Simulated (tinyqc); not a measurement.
Inside a calculation. Method: UKS/B3LYP (VWN-RPA form) in the sto-3g basis, for H3, spin multiplicity 2. Computed by tinyqc, a small Python program that keeps every step (integrals from PySCF). Settings: charge = 0, multiplicity = 2, basis = sto-3g, energy threshold = 1e-09, iteration cap = 81, orthogonalisation = symmetric, start = core, DIIS depth = 3, DIIS from iteration = 2, damping = 0.3, method = UKS, functional = b3lyp, grid = [15, 86]. Command: `OMP_NUM_THREADS=1 python tinyqc.py 23636 23637 out.jsonl` (the two numbers bound the seeds that draw the settings). One thread of a shared host (Intel(R) Xeon(R) Processor @ 2.60GHz), about 2 s of CPU time with the checks. Later iterations appear only in the table of the cycle.

## One-electron integrals

Geometry (angstrom):
```
atom        x        y         z
H     0.00000  0.00000   0.00000
H     0.00000  0.00000   1.32600
H     0.00000  0.00000  -1.32600
```

Basis sto-3g: exponents (1/bohr^2) and contraction coefficients of normalised primitives:
```
element  l (shell)  exponent  coefficient
H            s (1)   3.42525      0.15433
H            s (1)   0.62391      0.53533
H            s (1)   0.16886      0.44463
```

Overlap, kinetic and nuclear-attraction integrals over the contracted functions; the nuclear repulsion is the sum of Za Zb / Rab.

nuclear repulsion = 0.9976946 hartree

overlap S, lower triangle:
```
         1H 1s    2H 1s    3H 1s
1H 1s  1.00000
2H 1s  0.32735  1.00000
3H 1s  0.32735  0.03703  1.00000
```

kinetic energy T (hartree), lower triangle:
```
         1H 1s     2H 1s    3H 1s
1H 1s  0.76003
2H 1s  0.02967   0.76003
3H 1s  0.02967  -0.00960  0.76003
```

nuclear attraction V (hartree), lower triangle:
```
          1H 1s     2H 1s     3H 1s
1H 1s  -2.01807
2H 1s  -0.54292  -1.82188
3H 1s  -0.54292  -0.05665  -1.82188
```

core Hamiltonian H = T + V (hartree), lower triangle:
```
          1H 1s     2H 1s     3H 1s
1H 1s  -1.25804
2H 1s  -0.51325  -1.06185
3H 1s  -0.51325  -0.06625  -1.06185
```

## Two-electron integrals

Functions are numbered as in S; the eight-fold symmetry (ij|kl) = (ji|kl) = (kl|ij) leaves the list below.

Two-electron integrals (ij|kl) in chemists' order, unique and non-zero (hartree):
```
(11|11) 0.77461   (21|11) 0.18465   (21|21) 0.06331   (22|11) 0.38508
(22|21) 0.18465   (22|22) 0.77461   (31|11) 0.18465   (31|21) 0.04165
(31|22) 0.08840   (31|31) 0.06331   (32|11) 0.02055   (32|21) 0.00581
(32|22) 0.01461   (32|31) 0.00581   (32|32) 0.00065   (33|11) 0.38508
(33|21) 0.08840   (33|22) 0.19949   (33|31) 0.18465   (33|32) 0.01461
(33|33) 0.77461
```

## Orthogonalisation

S = U s U^T; symmetric (Loewdin) form X = U s^(-1/2) U^T, so that X^T S X = 1.

eigenvalues of S: 0.55520  0.96297  1.48183

X, lower triangle:
```
          1H 1s    2H 1s    3H 1s
1H 1s   1.09218
2H 1s  -0.18391  1.04521
3H 1s  -0.18391  0.02617  1.04521
```

## Starting guess

The start is the orbitals of the core Hamiltonian; D(s) = C_occ C_occ^T for each spin.

D(alpha) at the start, lower triangle:
```
         1H 1s     2H 1s    3H 1s
1H 1s  0.58465
2H 1s  0.20422   0.59056
3H 1s  0.20422  -0.44789  0.59056
```

D(beta) at the start, lower triangle:
```
         1H 1s    2H 1s    3H 1s
1H 1s  0.58465
2H 1s  0.20422  0.07133
3H 1s  0.20422  0.07133  0.07133
```

## Iteration 1: exchange-correlation on the grid

Becke grid with 15 radial and 86 angular points per atom, points of zero weight dropped. rho = sum D_ij phi_i phi_j; V_xc,ij = sum w v_xc phi_i phi_j plus the gradient terms; v_xc is d(rho eps)/d rho(s) for spin s at fixed gradient. Exact exchange is left to K.

The 12 grid points with the largest w rho, of 3854 (bohr, atomic units):
```
x                y         z        w  rho(alpha)  rho(beta)    eps_xc  v_xc(alpha)
0.22102    0.81173   0.81173  0.07732     0.02858    0.02655  -0.28244     -0.33315
-0.22102   0.81173   0.81173  0.07732     0.02858    0.02655  -0.28244     -0.33315
-0.22102  -0.81173   0.81173  0.07732     0.02858    0.02655  -0.28244     -0.33315
0.22102   -0.81173   0.81173  0.07732     0.02858    0.02655  -0.28244     -0.33315
0.81173    0.22102   0.81173  0.07732     0.02858    0.02655  -0.28244     -0.33315
0.81173   -0.22102   0.81173  0.07732     0.02858    0.02655  -0.28244     -0.33315
-0.81173  -0.22102   0.81173  0.07732     0.02858    0.02655  -0.28244     -0.33315
-0.81173   0.22102   0.81173  0.07732     0.02858    0.02655  -0.28244     -0.33315
-0.81173   0.22102  -0.81173  0.07732     0.02858    0.02655  -0.28244     -0.33315
-0.81173  -0.22102  -0.81173  0.07732     0.02858    0.02655  -0.28244     -0.33315
-0.22102  -0.81173  -0.81173  0.07732     0.02858    0.02655  -0.28244     -0.33315
0.22102   -0.81173  -0.81173  0.07732     0.02858    0.02655  -0.28244     -0.33315
```

electrons on the grid, sum of w rho = 3.00004

E_xc = sum of w rho eps_xc = -0.8591044 hartree

V_xc(alpha) (hartree), lower triangle:
```
          1H 1s     2H 1s     3H 1s
1H 1s  -0.39558
2H 1s  -0.10722  -0.36730
3H 1s  -0.10722  -0.01090  -0.36730
```

V_xc(beta) (hartree), lower triangle:
```
          1H 1s     2H 1s     3H 1s
1H 1s  -0.39351
2H 1s  -0.09768  -0.28028
3H 1s  -0.09768  -0.01018  -0.28028
```

## Iteration 1: building the Kohn-Sham matrix

J_ij = sum D_kl (ij|kl) with D = D(alpha) + D(beta), K_ij = sum D_kl (ik|jl) for each spin; F = H + J - 0.2 K(s) + V_xc; E = tr D H + tr D J / 2 - 0.1 sum_s tr D(s) K(s) + E_xc + E_nn.

Coulomb J (hartree), lower triangle:
```
         1H 1s    2H 1s    3H 1s
1H 1s  1.70169
2H 1s  0.47800  1.30706
3H 1s  0.47800  0.05237  1.30706
```

exchange K(alpha) (hartree), lower triangle:
```
         1H 1s     2H 1s    3H 1s
1H 1s  0.64117
2H 1s  0.28251   0.55955
3H 1s  0.28251  -0.00956  0.55955
```

exchange K(beta) (hartree), lower triangle:
```
         1H 1s    2H 1s    3H 1s
1H 1s  0.61868
2H 1s  0.23253  0.17219
3H 1s  0.23253  0.07919  0.17219
```

F(alpha) (hartree), lower triangle:
```
          1H 1s     2H 1s     3H 1s
1H 1s  -0.08016
2H 1s  -0.19897  -0.23400
3H 1s  -0.19897  -0.02286  -0.23400
```

F(beta) (hartree), lower triangle:
```
          1H 1s     2H 1s     3H 1s
1H 1s  -0.07359
2H 1s  -0.17943  -0.06951
3H 1s  -0.17943  -0.03990  -0.06951
```

total energy of this density = -1.4822141 hartree

This density is the starting one.

## Iteration 1: diagonalisation and new density

Diagonalise F' = X^T F X, C = X C', fill 2 alpha and 1 beta electrons from the bottom; D(s) = C_occ C_occ^T; the new density keeps 0.3 of the old one (damping). Each column has its largest component positive (the first on a tie).

F' = X^T F X (alpha) (hartree), lower triangle:
```
          1         2         3
1   0.04686
2  -0.17957  -0.18135
3  -0.17957   0.03791  -0.18135
```

orbital energies (alpha) (hartree): MO1 -0.31948, MO2 -0.21926, MO3 0.22290

coefficients C (alpha):
```
           MO1       MO2       MO3
1H 1s  0.40847   0.00000   1.04578
2H 1s  0.51784   0.72057  -0.58274
3H 1s  0.51784  -0.72057  -0.58274
```

F' = X^T F X (beta) (hartree), lower triangle:
```
          1         2         3
1   0.04898
2  -0.18576  -0.00995
3  -0.18576   0.02080  -0.00995
```

orbital energies (beta) (hartree): MO1 -0.23348, MO2 -0.03075, MO3 0.29331

coefficients C (beta):
```
           MO1       MO2       MO3
1H 1s  0.55338   0.00000   0.97687
2H 1s  0.42948   0.72057  -0.65061
3H 1s  0.42948  -0.72057  -0.65061
```

D(alpha) after iteration 1, lower triangle:
```
         1H 1s     2H 1s    3H 1s
1H 1s  0.29219
2H 1s  0.20933   0.72834
3H 1s  0.20933  -0.31011  0.72834
```

D(beta) after iteration 1, lower triangle:
```
         1H 1s    2H 1s    3H 1s
1H 1s  0.38975
2H 1s  0.22763  0.15052
3H 1s  0.22763  0.15052  0.15052
```

## Iteration 2: exchange-correlation on the grid

As before.

The 12 grid points with the largest w rho, of 3854 (bohr, atomic units):
```
x                y         z        w  rho(alpha)  rho(beta)    eps_xc  v_xc(alpha)
0.00000   -0.43750   1.42169  0.06003     0.03819    0.02221  -0.28228     -0.35843
0.00000    0.43750   1.42169  0.06003     0.03819    0.02221  -0.28228     -0.35843
-0.43750   0.00000   1.42169  0.06003     0.03819    0.02221  -0.28228     -0.35843
0.43750    0.00000   1.42169  0.06003     0.03819    0.02221  -0.28228     -0.35843
0.00000   -0.43750  -1.42169  0.06003     0.03819    0.02221  -0.28228     -0.35843
0.00000    0.43750  -1.42169  0.06003     0.03819    0.02221  -0.28228     -0.35843
-0.43750   0.00000  -1.42169  0.06003     0.03819    0.02221  -0.28228     -0.35843
0.43750    0.00000  -1.42169  0.06003     0.03819    0.02221  -0.28228     -0.35843
0.00000    0.00000   1.33674  0.05081     0.04218    0.02721  -0.28824     -0.37653
0.00000    0.00000  -1.33674  0.05081     0.04218    0.02721  -0.28824     -0.37653
0.43750    0.00000   1.08408  0.06068     0.03078    0.02694  -0.27379     -0.34705
0.00000   -0.43750   1.08408  0.06068     0.03078    0.02694  -0.27379     -0.34705
```

electrons on the grid, sum of w rho = 3.00002

E_xc = sum of w rho eps_xc = -0.8424253 hartree

V_xc(alpha) (hartree), lower triangle:
```
          1H 1s     2H 1s     3H 1s
1H 1s  -0.34973
2H 1s  -0.10390  -0.38767
3H 1s  -0.10390  -0.01044  -0.38767
```

V_xc(beta) (hartree), lower triangle:
```
          1H 1s     2H 1s     3H 1s
1H 1s  -0.36365
2H 1s  -0.09653  -0.30796
3H 1s  -0.09653  -0.00993  -0.30796
```

## Iteration 2: building the Kohn-Sham matrix

As before.

Coulomb J (hartree), lower triangle:
```
         1H 1s    2H 1s    3H 1s
1H 1s  1.52127
2H 1s  0.45577  1.35265
3H 1s  0.45577  0.04964  1.35265
```

exchange K(alpha) (hartree), lower triangle:
```
         1H 1s    2H 1s    3H 1s
1H 1s  0.44733
2H 1s  0.27034  0.65383
3H 1s  0.27034  0.01082  0.65383
```

exchange K(beta) (hartree), lower triangle:
```
         1H 1s    2H 1s    3H 1s
1H 1s  0.50163
2H 1s  0.23104  0.23247
3H 1s  0.23104  0.09365  0.23247
```

F(alpha) (hartree), lower triangle:
```
          1H 1s     2H 1s     3H 1s
1H 1s  -0.17597
2H 1s  -0.21545  -0.22763
3H 1s  -0.21545  -0.02922  -0.22763
```

F(beta) (hartree), lower triangle:
```
          1H 1s     2H 1s     3H 1s
1H 1s  -0.20074
2H 1s  -0.20022  -0.06365
3H 1s  -0.20022  -0.04527  -0.06365
```

total energy of this density = -1.5278147 hartree

This density is a damped mixture and is not idempotent.

## Iteration 2: diagonalisation and new density

As before.

F' = X^T F X (alpha) (hartree), lower triangle:
```
          1         2         3
1  -0.05418
2  -0.18073  -0.17148
3  -0.18073   0.03456  -0.17148
```

orbital energies (alpha) (hartree): MO1 -0.35447, MO2 -0.20604, MO3 0.16337

coefficients C (alpha):
```
           MO1       MO2       MO3
1H 1s  0.50985   0.00000   1.00028
2H 1s  0.45770   0.72057  -0.63108
3H 1s  0.45770  -0.72057  -0.63108
```

F' = X^T F X (beta) (hartree), lower triangle:
```
          1        2        3
1  -0.08596
2  -0.18605  0.00006
3  -0.18605  0.01914  0.00006
```

orbital energies (beta) (hartree): MO1 -0.30170, MO2 -0.01908, MO3 0.23493

coefficients C (beta):
```
           MO1       MO2       MO3
1H 1s  0.67967   0.00000   0.89362
2H 1s  0.33813   0.72057  -0.70244
3H 1s  0.33813  -0.72057  -0.70244
```

D(alpha) after iteration 2, lower triangle:
```
         1H 1s     2H 1s    3H 1s
1H 1s  0.26962
2H 1s  0.22615   0.72860
3H 1s  0.22615  -0.30985  0.72860
```

D(beta) after iteration 2, lower triangle:
```
         1H 1s    2H 1s    3H 1s
1H 1s  0.44029
2H 1s  0.22916  0.12519
3H 1s  0.22916  0.12519  0.12519
```

## Iteration 18 (converged): orbitals

converged F(alpha) (hartree), lower triangle:
```
          1H 1s     2H 1s     3H 1s
1H 1s  -0.14251
2H 1s  -0.21300  -0.23737
3H 1s  -0.21300  -0.03008  -0.23737
```

converged F(beta) (hartree), lower triangle:
```
          1H 1s     2H 1s     3H 1s
1H 1s  -0.21386
2H 1s  -0.19983  -0.05069
3H 1s  -0.19983  -0.04366  -0.05069
```

Diagonalise F' = X^T F X, C = X C', fill 2 alpha and 1 beta electrons from the bottom; D(s) = C_occ C_occ^T. Each column has its largest component positive (the first on a tie).

F' = X^T F X (alpha) (hartree), lower triangle:
```
          1         2         3
1  -0.01695
2  -0.18233  -0.18201
3  -0.18233   0.03325  -0.18201
```

orbital energies (alpha) (hartree): MO1 -0.34899, MO2 -0.21526, MO3 0.18328

coefficients C (alpha):
```
           MO1       MO2       MO3
1H 1s  0.46445   0.00000   1.02215
2H 1s  0.48556   0.72057  -0.60990
3H 1s  0.48556  -0.72057  -0.60990
```

F' = X^T F X (beta) (hartree), lower triangle:
```
          1        2        3
1  -0.10094
2  -0.18579  0.01371
3  -0.18579  0.02101  0.01371
```

orbital energies (beta) (hartree): MO1 -0.30448, MO2 -0.00730, MO3 0.23826

coefficients C (beta):
```
           MO1       MO2       MO3
1H 1s  0.70416   0.00000   0.87445
2H 1s  0.31854   0.72057  -0.71153
3H 1s  0.31854  -0.72057  -0.71153
```

D(alpha) after iteration 18, lower triangle:
```
         1H 1s     2H 1s    3H 1s
1H 1s  0.21572
2H 1s  0.22552   0.75499
3H 1s  0.22552  -0.28346  0.75499
```

D(beta) after iteration 18, lower triangle:
```
         1H 1s    2H 1s    3H 1s
1H 1s  0.49584
2H 1s  0.22431  0.10147
3H 1s  0.22431  0.10147  0.10147
```

## Convergence

Stop when the energy changes by less than 1e-09 hartree and every element of the error matrix X^T (F D S - S D F) X (for each spin) is below 9e-06.

Course of the cycle:
```
iteration  E (hartree)     change  largest element of the error matrix
1           -1.4822141          -                             1.31e-01
2           -1.5278147  -4.56e-02                             2.42e-02
3           -1.5446039  -1.68e-02                             9.59e-03
4           -1.5501317  -5.53e-03                             6.71e-03
5           -1.5519479  -1.82e-03                             1.73e-03
6           -1.5525735  -6.26e-04                             5.13e-04
7           -1.5527661  -1.93e-04                             1.54e-04
8           -1.5528243  -5.82e-05                             4.60e-05
9           -1.5528418  -1.75e-05                             1.38e-05
10          -1.5528471  -5.26e-06                             4.14e-06
11          -1.5528487  -1.58e-06                             1.24e-06
12          -1.5528491  -4.73e-07                             3.73e-07
13          -1.5528493  -1.42e-07                             1.12e-07
14          -1.5528493  -4.26e-08                             3.35e-08
15          -1.5528493  -1.28e-08                             1.01e-08
16          -1.5528493  -3.83e-09                             3.02e-09
17          -1.5528493  -1.15e-09                             9.06e-10
18          -1.5528493  -3.45e-10                             2.72e-10
```

PySCF UKS in the same basis, fine grid, after a stability check = -1.5528507 hartree

Converged in 18 iterations.

## Populations, bond orders and dipole

Mulliken: Z minus the diagonal of D S on the atom; Loewdin: the same with S^(1/2) D S^(1/2); Mayer order: 2 sum_s sum (D(s) S)_ij (D(s) S)_ji over the two atoms.

Charges (e):
```
atom  Mulliken   Loewdin  Mulliken spin
1H    -0.00606  -0.00116       -0.27933
2H     0.00303   0.00058        0.63966
3H     0.00303   0.00058        0.63966
```

Mayer bond orders:
```
pair    order
2-1   0.46097
3-1   0.46097
3-2   0.12985
```

dipole moment about the origin, x y z (debye): 0.00000  0.00000  0.00000

<S^2> of the determinant (pure state: 0.75) = 0.81190
